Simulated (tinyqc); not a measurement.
Coverage against grain size: equilibrium and kinetic segregation of a solute to boundaries and growing surfaces. Computed by tinyqc, a small Python program. Command: `OMP_NUM_THREADS=1 python tinyqc.py 3022262 3022263 out.jsonl segreg walk`. One thread of a shared host (Intel(R) Xeon(R) Processor @ 2.30GHz), about 0.01 s of CPU time with the checks.

Inputs (values chosen for the exercise, modelled on phosphorus in polycrystalline silicon):
```
quantity                              value  unit
segregation energy Q                  0.422    eV
interaction z w (positive attracts)    0.15    eV
total solute fraction x0             0.0019     -
temperature T                           900     K
boundary thickness delta               0.71    nm
```

Isotherm: Fowler-Guggenheim.

Constants: k_B = 8.617333262e-05 eV/K.

Method. With theta the solute fraction on boundary sites and x that in the grains, theta/(1 - theta) = [x/(1 - x)] exp[(Q + z w theta)/(k_B T)]. Finite grains: boundary sites are the fraction f = 3 delta/d, and x0 = (1 - f) x + f theta; solve both equations for theta; share at boundaries = f theta/x0.

At T:
```
d (nm)    theta  x in the grains  share at boundaries (%)
15      0.01304        0.0000558                   97.478
30      0.02536        0.0001073                   94.751
60      0.04810        0.0001995                   89.872
120     0.08761        0.0003512                   81.845
250     0.15463        0.0005875                   69.341
500     0.24296        0.0008687                   54.474
1000    0.34453        0.0011686                   38.624
5000    0.51103        0.0016830                   11.458
```

What does the comparison show, and why?

From the largest grains to the smallest the share at boundaries rises from 11 to 97 %, and x/x0 falls to 0.029. In the dilute limit x/x0 = 1/(1 - f + f exp(Q/(k_B T))), which gives 0.030 at 15 nm.

Extremes, crossings and ranges named in words are read from the listed rows.
